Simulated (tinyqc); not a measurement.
Conductivities from two wire lengths.

Question. A wire with uniform heating p0 per length and ends at the substrate temperature has theta(L/2) = (p0/g)[1 - 1/cosh(L/(2 LH))], LH = sqrt(kap A/g). Find LH, g and kap.

Inputs (values chosen for the exercise): cross-section A = 160 nm^2; heating per length p0 = 0.11 uW/nm.

theta at the middle for L = 83 and 166 nm (K): 51.498148  107.55699

Solution. With c = cosh(L1/(2 LH)) the longer wire has 2 c^2 - 1. The ratio of the two rises falls steadily from 4 to 1 as c grows, so it fixes c; g and kap follow.

LH = 41.6 nm
g = 0.750 W/(m K)
kap = 8.10 W/(m K)

Computed by the program tinyqc: `OMP_NUM_THREADS=1 python tinyqc.py 2520004 2520005 out.jsonl`, one thread of a shared Intel Xeon 2.30GHz, about 0.01 s for the whole run.
